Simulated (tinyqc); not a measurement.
Stacked nanosheet transistor, parasitic resistance, capacitance and delay: one step of the calculation.

Ns sheets share one contact on top; each has perimeter p = 2 (Ws + ts) and cross-section A = Ws ts; contact width Wc = Ws + 10 nm, stack height Hs = Ns pv. Sheet 1 is the top one. Contact length Lc = CPP - Lg - 2 Lsp, shared by two neighbouring gates. Source and drain sides are equal. The formulas are first-order estimates, not field solutions.

Task. Effective current, delay and energy. Ieff = (IH + IL)/2, delay CL Vdd/(2 Ieff), energy CL Vdd^2, with CL the load of an inverter that drives an equal one.

Values chosen for this exercise:
```
symbol,value,unit,meaning
Vdd,0.6,V,supply voltage
```

IH = I(Vdd, Vdd/2) = 199.02087 uA
IL = I(Vdd/2, Vdd), solved likewise = 56.498225 uA
CL = 481.06589 aF

Give: Ieff; delay; energy.

Result.

Ieff = 127.8 uA
delay = 1.130 ps
energy = 173.2 aJ

Computed by the program tinyqc: `OMP_NUM_THREADS=1 python tinyqc.py 2170167 2170168 out.jsonl`, one thread of a shared Intel Xeon 2.30GHz, about 0.1 s for the whole run.
